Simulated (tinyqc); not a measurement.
# Haynes-Shockley experiment: what a collector records, against the distance from injector to collector

A sheet injected at x = 0, t = 0 gives at x = L the signal n(t) = N0 exp(-t/tau - (L - v t)^2/(4 D t))/sqrt(4 pi D t), D = mu Vt, v = mu F. Its peak lies at tp = [-D + sqrt(D^2 + u^2 L^2)]/u^2, u^2 = v^2 + 4 D/tau; dt is the full width at half height. Simple readings: mobility L/(F tp), diffusion coefficient (L dt/tp)^2/(16 ln 2 tp). Area v times the integral of n over N0: (v/u) exp(L (v - u)/(2 D)).

Parameters, values chosen for the exercise: temperature T = 300 K; minority-carrier mobility mu = 5080 cm^2/(V s); sweep field along the drift F = 34 V/cm; lifetime tau = 9.2e-8 s.

Constants: q = 1.602176634e-19 C, kB = 1.380649e-23 J/K, Vt = kB T/q. Results are converted to the units shown.

Results:
```
L (um)	L/v (us)	tp (us)	dt (us)	apparent mobility (cm^2/(V s))	apparent D (cm^2/s)	area	exp(-L/(v tau))
30	0.017369	0.012641	0.022042	6979.9	195.18	0.76483	0.82796
49	0.028370	0.022557	0.029794	6388.9	167.43	0.68220	0.73465
130	0.075266	0.065360	0.051342	5850.0	143.86	0.41900	0.44126
220	0.12737	0.11306	0.067742	5723.2	138.58	0.24378	0.25045
360	0.20843	0.18730	0.087351	5653.2	135.71	0.10498	0.10377
590	0.34159	0.30928	0.11238	5610.7	133.98	0.026303	0.024405
960	0.55581	0.50553	0.14377	5585.3	132.95	0.0028380	0.0023781
```

Estimate the missing row, L = 81 um.

Computed row:
```
L (um)	L/v (us)	tp (us)	dt (us)	apparent mobility (cm^2/(V s))	apparent D (cm^2/s)	area	exp(-L/(v tau))
81	0.046897	0.039428	0.039694	6042.2	152.07	0.56270	0.60065
```

With this row back in the table: True values: mu = 5080 cm^2/(V s), D = 131 cm^2/s. The apparent mobility is 37 % above the true one in the first row and 9.9 % above it in the last, and the apparent D 49 % above and 1.2 % above D. The peak always comes before L/v, since spreading and decay both weigh down the later part of the signal; the shift is 27 % and 9.0 % in these rows.

Numbers from tinyqc (`OMP_NUM_THREADS=1 python tinyqc.py 2310030 2310031 out.jsonl`; about 0.01 s on one thread of a shared Intel Xeon 2.30GHz).
